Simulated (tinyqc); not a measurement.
# p-type polysilicon, carrier trapping at grain boundaries: effect of the trap density of a grain boundary

One-dimensional grains of size Lg, uniform ionised doping N, monovalent traps Qt at each boundary at a depth Et below (for electrons) or above (for holes) the band edge there, abrupt depletion of width W on each side of a boundary, Boltzmann statistics. xi is the distance from the band edge at the grain centre to the Fermi level. Trapped charge Qt/(1 + exp((xi + VB - Et)/Vt)) = 2 N W, barrier VB = q N W^2/(2 eps0 eps_r).

If the trap equation with xi = Vt ln(NB/N) has a root W < Lg/2, the grain is partly depleted; otherwise W = Lg/2 and the trap equation gives xi = Et - VB + Vt ln(Qt/(N Lg) - 1). N* = Qt/Lg. n0 = NB exp(-xi/Vt); mean density n0 (1 - 2 W/Lg) by charge balance in a partly depleted grain, and n0 (sqrt(pi)/2) erf(u)/u with u = sqrt(VB/Vt) in a fully depleted one; v = sqrt(kB T/(2 pi ms m0)); barrier resistivity Vt exp(VB/Vt)/(q fe n0 v Lg); grain resistivity (1 - 2 W/Lg)/(q n0 mug); effective mobility 1/(q mean density total resistivity). Rows with xi above 0.45 V, towards mid-gap, are left out, since the other carrier type is ignored.

Values chosen for this exercise; values of the order met in polycrystalline silicon:

| symbol | value | unit | meaning |
|---|---|---|---|
| T | 300 | K | temperature |
| eps_r | 11.7 |  | relative permittivity |
| NB | 2.65e19 | cm^-3 | valence-band density of states at T |
| Lg | 120 | nm | grain size |
| Et | 0.32 | eV | depth of the trap level from the majority band edge at the boundary |
| ms | 0.3 | m0 | mass for thermionic emission |
| fe | 0.5 |  | correction factor of the emission rate |
| mug | 120 | cm^2/(V s) | mobility inside the grains |
| N | 1.7e18 | cm^-3 | doping |

Constants: q = 1.602176634e-19 C, kB = 1.380649e-23 J/K, m0 = 9.1093837015e-31 kg, Vt = kB T/q, eps0 = 8.8541878128e-14 F/cm where lengths are in cm. Results are converted to the units shown.

The same in every row: xi (V) = 0.071003.

Result of one run:

| Qt (cm^-2) | N/N* | depleted share 2 W/Lg | VB (V) | mean density (cm^-3) | resistivity (ohm cm) | effective mobility (cm^2/(V s)) |
|---|---|---|---|---|---|---|
| 1.6e12 | 12.750 | 0.078416 | 0.029101 | 1.5667e18 | 0.038124 | 104.50 |

What becomes of these results when the trap density of a grain boundary Qt is changed from 1.6e12 to 5.7e11 cm^-2, all else the same?

Result of the changed run:

| Qt (cm^-2) | N/N* | depleted share 2 W/Lg | VB (V) | mean density (cm^-3) | resistivity (ohm cm) | effective mobility (cm^2/(V s)) |
|---|---|---|---|---|---|---|
| 5.7e11 | 35.789 | 0.027939 | 0.0036942 | 1.6525e18 | 0.033456 | 112.89 |

The whole series:

| Qt (cm^-2) | N/N* | depleted share 2 W/Lg | VB (V) | mean density (cm^-3) | resistivity (ohm cm) | effective mobility (cm^2/(V s)) |
|---|---|---|---|---|---|---|
| 2e11 | 102.00 | 0.0098033 | 4.5482e-4 | 1.6833e18 | 0.033574 | 110.44 |
| 3.4e11 | 60.000 | 0.016666 | 0.0013144 | 1.6717e18 | 0.033475 | 111.54 |
| 5.7e11 | 35.789 | 0.027939 | 0.0036942 | 1.6525e18 | 0.033456 | 112.89 |
| 9.7e11 | 21.031 | 0.047544 | 0.010698 | 1.6192e18 | 0.034013 | 113.33 |
| 1.6e12 | 12.750 | 0.078416 | 0.029101 | 1.5667e18 | 0.038124 | 104.50 |
| 2.8e12 | 7.2857 | 0.13698 | 0.088795 | 1.4671e18 | 0.12633 | 33.676 |
| 4.7e12 | 4.3404 | 0.20373 | 0.19643 | 1.3537e18 | 6.4484 | 0.71504 |
| 8e12 | 2.5500 | 0.22572 | 0.24112 | 1.3163e18 | 36.217 | 0.13093 |

As Qt goes from 2e11 to 8e12, VB rises from 4.55e-4 to 0.241 V, the resistivity goes from 0.0336 through a minimum of 0.0335 (at Qt = 5.7e11 among the rows listed) to 36.2 ohm cm and the effective mobility goes from 110 through a maximum of 113 (at Qt = 9.7e11 among the rows listed) to 0.131 cm^2/(V s). For Qt = 2e11, 3.4e11, 5.7e11, 9.7e11 VB is below Vt, where abrupt depletion and thermionic emission are rough.

Computed by the program tinyqc: `OMP_NUM_THREADS=1 python tinyqc.py 2830036 2830037 out.jsonl`, one thread of a shared Intel Xeon 2.30GHz, about 0.01 s for the whole run.
